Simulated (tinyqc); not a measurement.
From results back to parameters: Slater-Koster d bands of an fcc metal. Four cases, with inputs chosen for the exercise.

Problem. In an fcc d band with nearest neighbours E(t2g, Gamma) = 3 dds + 4 ddp + 5 ddd, E(eg, Gamma) = 1.5 dds + 6 ddp + 4.5 ddd, and at X = (1,0,0) the yz state has 3 dds - 4 ddp - 3 ddd. The three levels come from hidden integrals.

Case 1.

levels (eV): t2g Gamma -0.5940, eg Gamma 0.2790, yz at X -1.5300

Case 2.

levels (eV): t2g Gamma -1.9020, eg Gamma 0.6330, yz at X -4.5340

Case 3.

levels (eV): t2g Gamma -1.4120, eg Gamma 0.9720, yz at X -4.5000

Case 4.

levels (eV): t2g Gamma -0.9870, eg Gamma 1.9785, yz at X -5.4750

Find: dds, ddp, ddd.

Solution. Three linear equations: the first less the third is 8 (ddp + ddd); twice the second less the first is 8 ddp + 4 ddd; their difference gives ddd.

Case 1.

dds, ddp, ddd (eV): -0.336  0.171  -0.054

Case 2.

dds, ddp, ddd (eV): -1.028  0.463  -0.134

Case 3.

dds, ddp, ddd (eV): -0.963  0.453  -0.067

Case 4.

dds, ddp, ddd (eV): -1.039  0.675  -0.114

Computed by tinyqc, one run a case: `OMP_NUM_THREADS=1 python tinyqc.py N N+1 out.jsonl` with N = 1480084, 1480171, 1480202, 1480218; one thread of a shared Intel(R) Xeon(R) Processor @ 2.30GHz, about 0.05 s a run at most.
